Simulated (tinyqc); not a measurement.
Worked calculation: k.p values derived from sp3s* tight binding at Gamma. Values are carried at full precision from step to step, so a last printed digit may differ when a step is redone from the rounded ones.

At Gamma the states are two-level mixtures: s-like S+ (upper) and S- (lower) from [[Esa, Vss], [Vss, Esc]], p-like P- (valence) and P+ from [[Epa, Vxx], [Vxx, Epc]], and the bare s* levels. With real k in 1/angstrom and kz = 0, the phase sums over the four bonds are g0 = 1 - (a k/4)^2/2, g1 = i a kx/4, g3 = -(a/4)^2 kx ky to second order. Each mixture is written (anion, cation) with the anion part positive. c = hbar^2/2m0. No spin-orbit coupling.

Constants: hbar^2/2m0 = 3.80998211 eV angstrom^2.

Inputs chosen for the exercise (near a published set for GaAs, fitted to gaps, whose masses and valley positions are rough; shifted at random, so the results belong to these values and not to a real crystal): Esa = -8.288 eV (s level of the anion); Esc = -2.677 eV (s level of the cation); Epa = 1.037 eV (p level of the anion); Epc = 3.678 eV (p level of the cation); Vss = -6.43 eV (s-s); Vxx = 1.956 eV (px-px); a = 5.651 angstrom (lattice constant); Vsapc = 4.502 eV (s anion, p cation); Vscpa = 5.781 eV (s cation, p anion); Vxapc = 4.803 eV (s* anion, p cation); Vpaxc = 4.775 eV (p anion, s* cation); Exa = 8.651 eV (s* level of the anion); Exc = 6.727 eV (s* level of the cation); Vxy = 5.058 eV (px-py).

## States at Gamma

Solve the two blocks.

States:

| state | E (eV) | anion part | cation part |
|---|---|---|---|
| S- | -12.4979 | 0.83663 | 0.54777 |
| P- | -0.0025 | 0.88304 | -0.46929 |
| S+ | 1.5329 | 0.54777 | -0.83663 |
| P+ | 4.7175 | 0.46929 | 0.88304 |

## Linear terms and the Kane energy

<s state|dH/dkx|x state> = i P with P = (a/4)(sa pc Vsapc + sc pa Vscpa), sa, sc and pa, pc being the parts of the two states; for s* on the anion P = (a/4) pc Vxapc, on the cation (a/4) pa Vpaxc. Ep = P^2/c for S+ to P-.

Couplings:

| pair | P (eV angstrom) | E(first) - E(second) (eV) |
|---|---|---|
| S+ to P- | -7.6687 | 1.5354 |
| S+ to P+ | -0.1302 | -3.1846 |
| S- to P- | 1.4533 | -12.4954 |
| s*a to P- | -3.1843 | 8.6535 |
| s*c to P- | 5.9569 | 6.7295 |

Ep = 15.435 eV

The two terms of S+ to P- have the same sign and add: S+ and P- both change sign from anion to cation. An on-site momentum element between s and p, which real atoms have, is absent from this model.

## Electron mass

m0/m = [<S+|d2H/dkx^2|S+>/2 + sum P^2/(E(S+) - E(P))]/c over P- and P+, with the direct term -(a/4)^2 sa sc Vss.

parts of m0/m: direct -1.544, from P- 10.053, from P+ -0.001

mass = 0.1175 m0

The valence band supplies 118 % of m0/m; the direct term, which stands in for the free-electron 1, is -1.54. Sets of this kind were fitted to gaps and often give too heavy a mass, by up to a factor of two.

## Valence parameters L, M, N and the Luttinger values

Direct terms d0 = -(a/4)^2 pa pc Vxx, dN = -2 (a/4)^2 pa pc Vxy for P-. F = sum P^2/(E(P-) - E(s)) over S+, S-, s*a, s*c. The y state of P- couples to the z state of P+ through Q = (a/4) Vxy (pa p'c - pc p'a), primes for P+, and H1 = Q^2/(E(P-) - E(P+)). L = d0 + F, M = d0 + H1, N = dN + F + H1; g1 = -(L + 2M)/(3c), g2 = -(L - M)/(6c), g3 = -N/(6c).

d0, dN, F, Q, H1 (eV angstrom^2; Q in eV angstrom): 1.6178  8.3669  -44.5775  7.1457  -10.8179

L, M, N (eV angstrom^2): -42.960  -9.200  -47.029

g1, g2, g3: 5.368  1.477  2.057

Along [100] the masses without spin-orbit coupling are c/|L| = 0.089 (one band) and c/|M| = 0.414 (two bands).

## Checks

- Electron mass against a finite difference of the full bands: both 0.1175.
- L and M against finite differences along [100]: largest relative difference 2.3e-05.
- Lowest curvature along [111], (L + 2M + 2N)/3, against a finite difference: -51.806 against -51.804.

Run: tinyqc, `OMP_NUM_THREADS=1 python tinyqc.py 1452502 1452503 out.jsonl`; Intel(R) Xeon(R) Processor @ 2.30GHz, one thread, shared host; about 0.01 s of CPU time with all checks.
